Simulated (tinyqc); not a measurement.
## AlGaN/GaN HEMT with access regions, lumped model: effect of the barrier thickness

A polarisation-induced electron sheet under a Schottky gate, in series with two ungated access regions and contacts. Drift law v = mu E/(1 + mu E/vs) under the gate. Currents in mA/mm, resistances in ohm mm. No self-heating, no channel-length modulation; fits for polarisation, barrier and offset are chosen for the exercise.

sigma = (5e13 x + 1.6e13 x^2) cm^-2, phiB = 0.84 + 1.3 x, dEc = 0.7 (1.71 x + x^2) in volts, Cb = eps0 eps_r/d, VT = phiB - dEc - q sigma/Cb, access density n0 = -Cb VT/q. Access resistance R(L, n) = L/(q mu n sqrt(1 - (I/(q n vs))^2)); Rs = Rc + R(Ls, n0), Rd = Rc + R(Ld, (1 - ft) n0). Vg' = Vg - I Rs, Vd' = Vd - I (Rs + Rd); with u = Vg' - VT, Vc = vs Lg/mu and w the smaller of Vd' and Vc [sqrt(1 + 2 u/Vc) - 1] (0 if negative), the channel gives (mu Cb/Lg)(u w - w^2/2)/(1 + w/Vc). I equals that channel current. Isat is I at Vd = 10 V, gm = dIsat/dVg, Ron the limit of Vd/I at small Vd.

Inputs (values chosen for the exercise); values close to those of AlGaN/GaN structures: aluminium share of the barrier x = 0.33; relative permittivity of barrier and channel eps_r = 9.4; channel mobility mu = 1200 cm^2/(V s); saturation velocity vs = 1.2e7 cm/s; gate length Lg = 1.5 um; source access length Ls = 1.5 um; drain access length Ld = 1.5 um; resistance of each contact Rc = 0.29 ohm mm; share of the drain-access electrons removed by traps ft = 0; gate voltage Vg = 0 V.

Constants: q = 1.602176634e-19 C, eps0 = 8.8541878128e-14 F/cm where lengths are in cm. Results are converted to the units shown.

Effect of the barrier thickness:

| d (nm) | VT (V) | n0 (cm^-2) | Ron (ohm mm) | Isat (mA/mm) | gm (mS/mm) |
|---|---|---|---|---|---|
| 8 | -2.012 | 1.306e13 | 2.372 | 523.2 | 357.0 |
| 11 | -3.065 | 1.447e13 | 2.197 | 759.1 | 329.0 |
| 14 | -4.119 | 1.528e13 | 2.112 | 950.1 | 298.8 |
| 18 | -5.523 | 1.594e13 | 2.048 | 1154 | 263.8 |
| 22 | -6.928 | 1.636e13 | 2.011 | 1318 | 235.3 |
| 27 | -8.684 | 1.671e13 | 1.981 | 1482 | 207.0 |
| 33 | -10.79 | 1.699e13 | 1.958 | 1639 | 180.7 |

As d goes from 8 to 33 nm, Ron falls from 2.37 to 1.96 ohm mm, Isat rises from 523 to 1640 mA/mm and gm falls from 357 to 181 mS/mm. VT falls from -2.01 to -10.8 V. In every row the power passes 5 W/mm, where self-heating, left out here, lowers the current. At d = 33 nm the barrier is thick and rich enough in aluminium to relax or crack.

Program tinyqc, `OMP_NUM_THREADS=1 python tinyqc.py 2570155 2570156 out.jsonl`; Intel Xeon 2.30GHz, shared host, one thread, about 0.03 s.
